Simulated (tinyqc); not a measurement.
Range and order of the fit: effective mass of the conduction band from tabulated energies.

c = hbar^2/2m0. A uniform scatter of up to 0.1 meV has been added to mimic numerical noise.
Constants: hbar^2/2m0 = 3.80998211 eV angstrom^2.

Energies along [100], from the band edge:

| k (1/angstrom) | E (meV) |
|---|---|
| 0.000000 | 0.00000 |
| 0.003800 | 2.22020 |
| 0.007600 | 8.40260 |
| 0.011400 | 18.36490 |
| 0.015200 | 31.67430 |
| 0.019000 | 47.76800 |
| 0.022800 | 65.86090 |
| 0.026600 | 85.68760 |
| 0.030400 | 106.94370 |

reference mass (curvature of the model at k = 0.0001 1/angstrom) = 0.025700 m0

Least-squares fits of E = a k^2 (+ b k^4 + d k^6) over points 1 to n, and the line y = c k^2/E against E; errors of m against the reference.

Results:

| n | E at point n (meV) | one term (%) | two terms (%) | three terms (%) | line (%) | rms residual, one term (meV) |
|---|---|---|---|---|---|---|
| 3 | 18.4 | 4.31 | -0.99 | -5.86 | -3.80 | 0.160 |
| 4 | 31.7 | 7.05 | 0.43 | -1.74 | -2.77 | 0.335 |
| 5 | 47.8 | 10.18 | 1.24 | -0.30 | -2.14 | 0.669 |
| 6 | 65.9 | 13.97 | 1.70 | 0.60 | -1.84 | 1.253 |
| 7 | 85.7 | 18.16 | 2.65 | 0.59 | -1.66 | 2.036 |
| 8 | 106.9 | 22.60 | 4.02 | 0.68 | -1.52 | 3.006 |

What does the comparison show?

The error of the parabola goes from +4.31 to +22.60 % as the range widens, and at n = 8 its residual, 3.01 meV, is only 2.8 % of the top energy: a small residual does not vouch for the mass. Over the full range (n = 8) the best form is three terms (0.68 %); the line errs by -3.80 % at n = 3 and -1.52 % at n = 8. Many terms on few points amplify the scatter: three terms err by -5.9 % at n = 3 but by +0.7 % at n = 8.

tinyqc: `OMP_NUM_THREADS=1 python tinyqc.py 1880410 1880411 out.jsonl`; about 0.01 s, one thread, shared Intel(R) Xeon(R) Processor @ 2.30GHz.
